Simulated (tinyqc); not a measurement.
Thermal displacements in the Debye model: Debye-Waller factors, bond-length spread and the Lindemann rule: one step, computed by the program tinyqc. Command: `OMP_NUM_THREADS=1 python tinyqc.py 3013219 3013220 out.jsonl debyewaller walk`. One thread of a shared host (Intel(R) Xeon(R) Processor @ 2.30GHz), about 0.01 s of CPU time with the checks.

A Debye spectrum with three branches of one velocity, cut at k_B Theta; 2 atoms per cube, nearest neighbours at d = 0.866025 a.

Question. Lindemann melting temperature. <u_x^2> = (3 hbar^2/(2 M k_B Theta)) int_0^1 s coth(s Theta/(2T)) ds (64 Gauss-Legendre points); it tends to 3 hbar^2/(4 M k_B Theta) at T = 0 and to 3 hbar^2 T/(M k_B Theta^2) at high T. Melting is placed where sqrt(3 <u_x^2>) = x_L d; the classical form gives T_m = M k_B Theta^2 (x_L d)^2/(9 hbar^2).

Inputs (values chosen for the exercise, modelled on tungsten):
```
quantity                  value      unit
atomic mass M            183.84         u
Debye temperature Theta     342         K
lattice constant a        3.165  angstrom
temperature T               450         K
Lindemann ratio x_L       0.096         -
```

Structure: bcc.

<u_x^2> = 0.003094104 angstrom^2

Constants: hbar^2/u = 4.18015928e-03 eV angstrom^2; k_B = 8.617333262e-05 eV/K.

Give: Lindemann T_m; classical T_m; ratio sqrt(3 <u_x^2>)/d at T.

Answer.

Lindemann T_m = 3409.3 K

classical T_m = 3410.2 K

ratio sqrt(3 <u_x^2>)/d at T = 0.035150

The rule is empirical: x_L is fitted within a family of like crystals, and T_m goes as its square.
